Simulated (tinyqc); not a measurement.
Surface photovoltage measurement of the minority-carrier diffusion length in a wafer: one step, computed by the program tinyqc. Command: `OMP_NUM_THREADS=1 python tinyqc.py 3130367 3130368 out.jsonl spv walk`. One thread of a shared host (Intel(R) Xeon(R) Processor @ 2.30GHz), about 0.01 s of CPU time with the checks.

Low injection, steady light, a depletion layer much thinner than 1/alpha and L. The excess density dn is taken at the front edge of the neutral region; light that reaches the back is lost.

Problem. The linear plot. alpha = (84.732/lambda - 76.417)^2 per cm with lambda in micrometre (an empirical fit for silicon between 0.7 and 1.05 micrometre). Thick wafer: dn = Phi L/((S_f + D/L)(L + 1/alpha)). Finite wafer, with s = S_b L/D, w = W/L, a = alpha L: dn = [Phi a/(a^2 - 1)] [a - B - exp(-alpha W)(a - s)/(cosh w + s sinh w)]/(S_f + B D/L), B = (sinh w + s cosh w)/(cosh w + s sinh w). Readings y = (Phi/dn) (1 + noise x g) at 780, 830, 880, 920, 950, 975 and 995 nm; a least-squares line y = c (1/alpha + L_app) gives L_app = intercept/slope.

Inputs (values chosen for the exercise, modelled on p-type silicon at room temperature):
```
quantity                            value        unit
diffusion length L                     81  micrometre
wafer thickness W                     525  micrometre
diffusivity D                        27.1      cm^2/s
front recombination velocity S_f      740        cm/s
back recombination velocity S_b       420        cm/s
photon flux entering              1.5e+11  1/(cm^2 s)
relative noise of each reading        0.5           %
```

normal deviates g for the noise: -0.56  -0.92  0.60  -1.21  0.06  -0.43  0.25

Give: the table «Readings» with the columns 1/alpha (micrometre), y (cm/s), line (cm/s), for lambda (nm) = 780, 830, 880, 920, 950, 975, 995; slope; apparent length L_app; error of L_app (rounded to 0.001).

Solution.

Readings:
```
lambda (nm)  1/alpha (micrometre)  y (cm/s)  line (cm/s)
780                          9.64      4559         4557
830                         15.18      4829         4837
880                         25.33      5379         5351
920                         40.66      6099         6126
950                         61.28      7179         7169
975                         90.92      8653         8668
995                        130.89     10700        10690
```

slope = 50.587 cm/(s micrometre)

apparent length L_app = 80.439 micrometre

error of L_app (rounded to 0.001) = -0.692 %

At W/L = 6.5 the finite thickness shifts L_app by less than 0.05 %. S_f scales all readings alike and leaves L_app unchanged.
